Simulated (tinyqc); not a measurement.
Two-band k.p model of the Delta valleys near the X point under shear strain: sweeps and comparisons. A value that a table varies takes the place of the one given here.

Valley pair on the [001] axis, kz counted from the X point, c = hbar^2/2m0, k0 = kx0 2 pi/a. H = (c kz^2/ml + c (kx^2 + ky^2)/mt + c k0^2/ml) 1 + (2 c k0 kz/ml) sigma_z + (D exy - 2 c kx ky/Mp) sigma_x, so E = c kz^2/ml + c (kx^2 + ky^2)/mt + c k0^2/ml -/+ sqrt((2 c k0 kz/ml)^2 + (D exy - 2 c kx ky/Mp)^2). Without strain the lower band has its minima, E = 0, at kz = +/- k0. Shifts from diagonal strain are left out.

For |eta| < 1: k_min = k0 sqrt(1 - eta^2), E_min = -Delta eta^2/2, ml(eta) = ml/(1 - eta^2), 1/m[110] = 1/mt + eta/Mp, 1/m[1-10] = 1/mt - eta/Mp. For |eta| > 1 the minimum sits at X: E_min = -Delta (2 |eta| - 1)/2, ml(eta) = ml/(1 - 1/|eta|), and eta is replaced by its sign in the transverse masses. Here Delta = 2 c k0^2/ml and eta = D exy/Delta.

s11 = (C11 + C12)/((C11 - C12)(C11 + 2 C12)), s12 = -C12/((C11 - C12)(C11 + 2 C12)), s44 = 1/C44; exx = s11 sxx + s12 (syy + szz) and cyclic, exy = s44 sxy/2; tension is positive. A uniaxial stress X along the unit vector n is s_ij = X n_i n_j.

Constants: hbar^2/2m0 = 3.80998211 eV angstrom^2; kB = 8.617333262e-05 eV/K.

Parameters, chosen for this exercise (near those of Si; shifted at random, so the results belong to these values and not to a real crystal): a = 5.427 angstrom (lattice constant); ml = 0.94 m0 (longitudinal mass); mt = 0.198 m0 (transverse mass); kx0 = 0.152 2 pi/a (distance of the minimum from X); D = 13.1 eV (shear deformation potential); Mp = 0.236 m0 (coupling mass); C11 = 167.1 GPa; C12 = 65.1 GPa; C44 = 78.3 GPa; Xu = 9.24 eV (uniaxial potential); T = 300 K (temperature); exy = -0.0086 (shear strain).

## Sweep of the shear strain

Delta = 2 c k0^2/ml, eta = D exy/Delta.

The minimum:

| exy | eta | k_min/k0 | E_min (meV) | ml(eta) | m[110] | m[1-10] | density-of-states mass |
|---|---|---|---|---|---|---|---|
| 0.0000 | 0.000 | 1.000 | 0.0 | 0.940 | 0.1980 | 0.1980 | 0.333 |
| 0.0019 | 0.099 | 0.995 | -1.2 | 0.949 | 0.1828 | 0.2160 | 0.335 |
| 0.0048 | 0.250 | 0.968 | -7.9 | 1.003 | 0.1636 | 0.2507 | 0.345 |
| 0.0096 | 0.501 | 0.865 | -31.5 | 1.255 | 0.1394 | 0.3415 | 0.391 |
| 0.0144 | 0.751 | 0.660 | -70.9 | 2.159 | 0.1214 | 0.5358 | 0.520 |
| 0.0172 | 0.898 | 0.441 | -101.1 | 4.834 | 0.1129 | 0.8017 | 0.759 |
| 0.0230 | 1.200 | 0.000 | -175.8 | 5.636 | 0.1077 | 1.2297 | 0.907 |
| 0.0307 | 1.602 | 0.000 | -276.6 | 2.502 | 0.1077 | 1.2297 | 0.692 |

The valleys reach X at eta = 1, that is exy = 0.0192. The shift is quadratic up to eta = 1 (-7.9 meV at eta = 0.25, -31.5 meV at 0.50) and linear beyond, while 1/m[110] rises linearly, taking m[110] from 0.198 to its floor 0.1077, a gain of 84 % in 1/m. ml(eta) diverges at eta = 1; the largest value listed is 5.64. A deformation-potential model with fixed masses misses all of this.

## Tension along [110]: repopulation and mass change

The z valleys move against the x and y valleys by Xu (ezz - exx) and, through the shear, by E_min. Share of the z valleys n = w/(w + 2 exp(dE/kT)), dE the total relative shift, w = sqrt(ml(eta) m[110] m[1-10]/(ml mt^2)). Along [110]: 1/m_c = n/m[110] + (1 - n)(1/ml + 1/mt)/2. Fixed masses means E_min = 0, w = 1, m[110] = mt. Gains are against 3/(1/ml + 2/mt) at a fixed scattering time.

Results:

| X (GPa) | Xu (ezz - exx) (meV) | E_min (meV) | m[110] | m_c fixed masses | m_c with shear | gain fixed (%) | gain with shear (%) |
|---|---|---|---|---|---|---|---|
| 0.00 | 0.0 | 0.0 | 0.1980 | 0.2687 | 0.2687 | 0.0 | 0.0 |
| 0.25 | -11.3 | -0.2 | 0.1913 | 0.2546 | 0.2494 | 5.5 | 7.7 |
| 0.50 | -22.6 | -0.9 | 0.1851 | 0.2413 | 0.2293 | 11.4 | 17.2 |
| 1.00 | -45.3 | -3.5 | 0.1737 | 0.2204 | 0.1945 | 21.9 | 38.1 |
| 1.50 | -67.9 | -7.8 | 0.1637 | 0.2084 | 0.1715 | 28.9 | 56.6 |
| 2.00 | -90.6 | -13.9 | 0.1547 | 0.2025 | 0.1573 | 32.7 | 70.8 |
| 3.00 | -135.9 | -31.4 | 0.1395 | 0.1988 | 0.1397 | 35.2 | 92.3 |

At 1 GPa repopulation alone gives 21.9 % and the shear terms raise it to 38.1 %. From 2 to 3 GPa the fixed-mass gain grows by 2.5 points, towards its ceiling of 35.7 % when all electrons sit in the z valleys, whereas the gain with shear grows by 21.5 points because m[110] keeps falling.

## What each parameter does

Delta = 2 c k0^2/ml, eta = D exy/Delta. Each row changes one parameter from the base and keeps the others.

Results:

| case | eta | E_min (meV) | ml(eta) (m0) | m[110] (m0) | m[1-10] (m0) |
|---|---|---|---|---|---|
| base | -0.4488 | -25.28 | 1.1770 | 0.3176 | 0.1438 |
| ml = 0.8742 m0 | -0.4173 | -23.51 | 1.0586 | 0.3047 | 0.1467 |
| mt = 0.21186 m0 | -0.4488 | -25.28 | 1.1770 | 0.3548 | 0.1510 |
| kx0 = 0.16264 2 pi/a | -0.3920 | -22.08 | 1.1106 | 0.2950 | 0.1490 |
| D = 14.017 eV | -0.4802 | -28.94 | 1.2217 | 0.3316 | 0.1411 |
| Mp = 0.25252 m0 | -0.4488 | -25.28 | 1.1770 | 0.3055 | 0.1465 |
| exy = -0.0092 | -0.4801 | -28.93 | 1.2215 | 0.3315 | 0.1411 |

The largest shifts from the base row, up to three for each result and ties (the steps differ in size, so this ranks the rows, not the parameters). eta: kx0 +0.0568, ml +0.0314, D -0.0314; unchanged at the printed digits by mt and Mp. E_min (meV): D -3.66, exy -3.65, kx0 +3.20; unchanged at the printed digits by mt and Mp. ml(eta) (m0): ml -0.1185, kx0 -0.0664, D +0.0446; unchanged at the printed digits by mt and Mp. m[110] (m0): mt +0.0372, kx0 -0.0225, D +0.0140, exy +0.0140. m[1-10] (m0): mt +0.0072, kx0 +0.0052, ml +0.0028.

Computed by tinyqc, a small Python program: `OMP_NUM_THREADS=1 python tinyqc.py 1051332 1051333 out.jsonl` (the numbers bound the seed that draws the inputs); one thread of a shared host (Intel(R) Xeon(R) Processor @ 2.30GHz), about 0.01 s for the whole set of steps.
